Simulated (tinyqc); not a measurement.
Which roughness does what: X-ray reflectivity of a thin film on silicon: critical angles, Parratt recursion, fringes and roughness. Computed by tinyqc, a small Python program. Command: `OMP_NUM_THREADS=1 python tinyqc.py 3120567 3120568 out.jsonl xrr walk`. One thread of a shared host (Intel(R) Xeon(R) Processor @ 2.30GHz), about 0.01 s of CPU time with the checks.

n = 1 - delta + i beta; the classical electron radius is r_e = 2.8179403e-6 nm. Layer 0 is vacuum, 1 the film, 2 the substrate.

Inputs (values chosen for the exercise, modelled on a porous low-k film on silicon, copper K-alpha radiation):
```
quantity                                        value     unit
wavelength lambda                             0.15406       nm
film density rho                                 1.38   g/cm^3
effective electrons per unit mass, film         0.521    mol/g
beta/delta, film                               0.0091        -
film thickness d                                 22.7       nm
roughness of the surface sigma_1                    1       nm
roughness of the interface sigma_2               0.73       nm
substrate density                                2.33   g/cm^3
effective electrons per unit mass, substrate    0.507    mol/g
beta/delta, substrate                           0.023        -
grazing angle theta                              2.46  degrees
```

Constants: N_A = 6.02214076e+23 1/mol.

Method:
- delta = r_e lambda^2 rho_e/(2 pi), rho_e = density x electrons per mass x N_A; critical angle sqrt(2 delta), q_c = 4 sqrt(pi r_e rho_e).
- k_j = (2 pi/lambda) sqrt(sin^2 theta - 2 delta_j + 2 i beta_j); r_ij = (k_i - k_j)/(k_i + k_j) x exp(-2 k_i k_j sigma^2) (Nevot-Croce); r = (r_01 + r_12 p)/(1 + r_01 r_12 p), p = exp(2 i k_1 d); R = |r|^2.
- Far above the critical angle the period is d theta = lambda/(2 d), or 2 pi/d in q; the envelope runs between (|r_01| - |r_12 p|)^2 and (|r_01| + |r_12 p|)^2; contrast = 2 a b/(a^2 + b^2) with a = |r_01|, b = |r_12 p|; roughness factors on the amplitudes are about exp(-q^2 sigma^2/2).
- R is averaged over one period above each angle (64 points); contrast = (max - min)/(max + min) of R theta^4 over that period. Cases: smooth; only sigma_1; only sigma_2; both.

period in theta = 0.194427 degrees

Constants:
```
layer      rho_e (1/nm^3)        delta         beta  critical angle (degrees)  q_c (1/nm)
film              432.980  4.60892e-06  4.19412e-08                  0.173955    0.247648
substrate         711.402  7.57263e-06  1.74170e-07                  0.222977    0.317437
```

Mean R and contrast:
```
theta (degrees)    R smooth  contrast  R, sigma_1  contrast, sigma_1  R, sigma_2  contrast, sigma_2     R, both  contrast, both
0.8              1.4283e-04   0.92084  6.5795e-05         9.4062e-01  1.1882e-04         7.5077e-01  4.2148e-05         0.99928
1.2              2.9012e-05   0.91394  9.3966e-06         5.5688e-01  2.2055e-05         5.0487e-01  2.2057e-06         0.95138
1.8              6.0543e-06   0.91136  1.8650e-06         8.0718e-02  4.4558e-06         1.8703e-01  4.1368e-08         0.53465
2.5              1.8793e-06   0.91037  5.3040e-07         4.1425e-03  1.2805e-06         3.6324e-02  4.3082e-10         0.50353
3.5              4.9267e-07   0.90969  1.4310e-07         1.2969e-04  3.4498e-07         1.4661e-03  1.4744e-13         0.63137
```

What does the comparison show, and why?

At 2.5 degrees sigma_1 alone multiplies the mean R by 0.28 and sigma_2 alone by 0.68; the contrast goes from 0.91 (smooth) to 0.00 and 0.04.
